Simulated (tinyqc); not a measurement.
Coupling and lever arm from microwave spectroscopy.

Problem. A charge qubit absorbs at h f = sqrt(ep^2 + 4 tc^2), ep = al (V - V0). Find al, V0 and tc.

Constants: q = 1.602176634e-19 C, h = 6.62607015e-34 J s. Results are converted to the units shown.

gate voltage (mV): 0.1205  0.353  0.539
resonance frequency Om/h (GHz): 8.4520938  7.5641046  12.175296

Solution. (h f)^2 is a parabola in V: its curvature gives al, its vertex V0 and 4 tc^2.

al = 0.1500 eV/V
V0 = 0.2600 mV
tc = 14.00 ueV

Computed by the program tinyqc: `OMP_NUM_THREADS=1 python tinyqc.py 2470042 2470043 out.jsonl`, one thread of a shared Intel Xeon 2.30GHz, about 0.01 s for the whole run.
